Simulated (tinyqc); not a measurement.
Oxide trap near a transistor channel: two-state multiphonon kinetics, telegraph noise and bias instability: one step, computed by the program tinyqc.

An n-channel device under positive gate bias. The trap is empty (state 1) or holds an electron (state 2); both states are parabolas of equal curvature, and the electron reservoir is taken at the Fermi level of the channel.

Question. Tunnelling factor. kappa = sqrt(2 m_ox phi_b)/hbar = sqrt(m_ox phi_b/(hbar^2/2m_0)); attenuation length lambda = 1/(2 kappa); factor exp(-x/lambda) for a rectangular barrier.

Inputs (values chosen for the exercise, with an insulator like Al2O3 on silicon):

| quantity | value | unit |
|---|---|---|
| insulator constant eps_ox | 9.03 | - |
| trap depth x from the interface | 0.35 | nm |
| tunnel barrier phi_b | 2.11 | eV |
| tunnelling mass m_ox | 0.38 | m_0 |
| oxide field F | 7 | MV/cm |

Parts treated: one trap.

Constants: hbar^2/(2 m_0) = 3.80998212 eV angstrom^2.

Give: kappa; attenuation length lambda; tunnelling factor.

Answer.

kappa = 4.587 1/nm

attenuation length lambda = 0.1090 nm

tunnelling factor = 0.04031

Caution: a field 1.5 times as high comes near the usual breakdown field of such an insulator.
